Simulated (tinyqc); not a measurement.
Barrier and mass from two Fowler-Nordheim currents.

Inverse problem. Fowler-Nordheim tunnelling through a dielectric follows J = A F^2 exp(-B/F), A = q^2 me/(16 pi^2 hbar m1 phi1) (A/V^2 with phi1 in volts), B = (4/3) sqrt(m1/C) phi1^1.5 (V/nm), C = hbar^2/(2 m0). Find B, A, phi1 and m1.

Values chosen for this exercise:
```
symbol,value,unit,meaning
me,1,m0,emitter mass in the supply function
```

Constants: q = 1.602176634e-19 C, hbar = 1.054571817e-34 J s, m0 = 9.1093837015e-31 kg, hbar^2/(2 m0) = 0.0380998212 eV nm^2. Results are converted to the units shown.

J at F = 0.72 and 1.39 V/nm (A/cm^2): [72468.611, 1.3710813e7]

Solution. The slope of ln(J/F^2) against 1/F is -B and the intercept gives A. A fixes the product m1 phi1, and B = (4/3) phi1 sqrt(m1 phi1/C) then gives phi1.

B = 5.866 V/nm
A = 4.829e-6 A/V^2
phi1 = 1.520 eV
m1 = 0.2100 m0

tinyqc, about 0.02 s, one thread, Intel Xeon 2.30GHz (shared host): `OMP_NUM_THREADS=1 python tinyqc.py 2540073 2540074 out.jsonl`
